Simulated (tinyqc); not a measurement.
Spectrum around the gap: Franz-Keldysh effect at a direct gap.

Parabolic bands, vertical transitions, no excitons. For each hole band j: mr = me mj/(me + mj); joint density of states J_j(E) = (mr/c)^(3/2) sqrt(E - Eg)/(2 pi^2), both spins, c = hbar^2/2m0; averaged matrix element |e.p|^2 = m0 Ep/6; alpha_j(E) = 4 pi^2 alpha_f c Ep J_j/(3 nr E) in 1/angstrom (alpha_f the fine-structure constant, listed as alpha among the constants), times 1e8 for 1/cm.

In a field Fd (1 kV/cm = 1e-5 V/angstrom) the electro-optic energy of band j is th = (c (e Fd)^2/mr)^(1/3), and sqrt(E - Eg) in J_j is replaced by pi sqrt(th) [Ai'(b)^2 - b Ai(b)^2] with b = (Eg - E)/th; Ai is the Airy function.

Constants: hbar^2/2m0 = 3.80998211 eV angstrom^2; fine-structure constant alpha = 0.007297352564.

Parameters, chosen for this exercise (near those of InP; not measured data): Eg = 1.348 eV (direct gap); me = 0.0772 m0 (electron mass); mhh = 0.614 m0 (heavy-hole mass); mlh = 0.086 m0 (light-hole mass); Ep = 19.9 eV (Kane energy); nr = 3.45 (refractive index); Fd = 100 kV/cm (uniform field).

Absorption (1/cm):
```
E - Eg (eV)  alpha(0)   alpha(F)  change
-0.0954             0      2.620       3
-0.0763             0      11.13      11
-0.0572             0      43.05      43
-0.0382             0      148.2     148
-0.0191             0      451.2     451
0.0000              0       1180    1180
0.0191           3802       2590   -1213
0.0382           5303       4661    -642
0.0572           6402       6744     342
0.0763           7295       7912     618
0.0954           8049       8083      34
0.1145           8703       8397    -305
0.1908          10677  1.075e+04      71
```

Give the missing row, E - Eg (eV) = 0.1526.

Computed row:
```
E - Eg (eV)  alpha(0)  alpha(F)  change
0.1526           9792      9912     120
```

At the gap alpha(F) = 1180 1/cm; 76.3 meV below it 11.1 1/cm remain, the tail falling as exp(-(4/3) b^(3/2)). Among the energies listed the largest rise is 1180 1/cm at E - Eg = 0.0 meV and the largest fall -1213 1/cm at 19.1 meV. It changes sign between 0.0 and 19.1 meV, between 38.2 and 57.2 meV, between 95.4 and 114.5 meV and between 114.5 and 152.6 meV; th is 38.2 meV for heavy holes and 45.4 meV for light holes.

tinyqc: `OMP_NUM_THREADS=1 python tinyqc.py 1682152 1682153 out.jsonl`; about 0.01 s, one thread, shared Intel(R) Xeon(R) Processor @ 2.30GHz.
